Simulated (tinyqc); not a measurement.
## Cap thickness from the capacitance plateau

Inverse problem. With only the buried channel on, 1/C = 1/Cox + (tc + zc)/(eps0 eps_r), Cox = eps0 eox/tox. Find tc and the oxide-equivalent thickness 3.9 eps0/C.

Inputs (values chosen for the exercise); band and dielectric values close to those of silicon:
```
symbol  value  unit                                                                 meaning
eps_r    11.8                                                         relative permittivity
eox      7.37        relative permittivity of the gate insulator (close to silicon nitride)
tox       8.3    nm                                                     insulator thickness
zc        0.8    nm                    depth of the hole centroid below the top of the SiGe
```

Constants: eps0 = 8.8541878128e-14 F/cm where lengths are in cm. Results are converted to the units shown.

plateau of C/Cox with only the buried channel on = 0.67494556

Solution. The cap and the centroid act as a second capacitor in series with the insulator.

tc = 5.600 nm
equivalent thickness = 6.507 nm

tinyqc, about 0.02 s, one thread, Intel Xeon 2.30GHz (shared host): `OMP_NUM_THREADS=1 python tinyqc.py 2042180 2042181 out.jsonl`
